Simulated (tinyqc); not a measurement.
Ground and coupling capacitance from two measurements.

Question. A line has Cg to the planes and Cc to each of two neighbours. Find Cg, Cc, the load when both neighbours switch in antiphase, and the pulse on the line when it floats and both neighbours swing by Vx.

Parameters, values chosen for the exercise:

| symbol | value | unit | meaning |
|---|---|---|---|
| Vx | 1 | V | swing |

capacitance with neighbours driven alike and with neighbours grounded (aF/um): [49, 241]

Solution. Driven alike, Cc carries no charge, which leaves Cg; grounded neighbours give Cg + 2 Cc, antiphase Cg + 4 Cc; a floating line divides the swing as 2 Cc/(Cg + 2 Cc).

Cg = 49.00 aF/um
Cc = 96.00 aF/um
load in antiphase = 433.0 aF/um
pulse = 0.7967 V

tinyqc, about 0.8 s, one thread, Intel Xeon 2.30GHz (shared host): `OMP_NUM_THREADS=1 python tinyqc.py 2790203 2790204 out.jsonl`
